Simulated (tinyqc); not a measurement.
Hubbard ring of 3 sites, step by step. One step of it, computed by the program tinyqc.

Task: Mean-field iteration 1. H(up) = T + U n(down), H(down) = T + U n(up); fill the lowest levels; n(new) = n + mixing (n(out) - n); E = tr T (rho up + rho down) + U sum n_up n_down of the output.

one-body matrix (hopping and site energies) (eV):
```
           1          2          3
1   0.000000  -1.510000  -1.510000
2  -1.510000   0.000000  -1.510000
3  -1.510000  -1.510000   0.000000
```

U = 7.300000 eV

electrons, up and down: 2  1

mixing = 0.200000

n(up) at the start (a guess, not normalised): 1 0.717000, 2 0.617000, 3 0.717000

n(down) at the start (a guess): 1 0.283000, 2 0.383000, 3 0.283000

Give: levels, up; levels, down; energy; n(up) after iteration 1; n(down) after iteration 1.

Result:

levels, up (eV): -0.7354  3.5759  4.0872

levels, down (eV): 1.9433  6.2849  6.7441

energy = 0.0529 eV

n(up) after iteration 1: 1 0.7468, 2 0.5472, 3 0.7468

n(down) after iteration 1: 1 0.2854, 2 0.3884, 3 0.2854
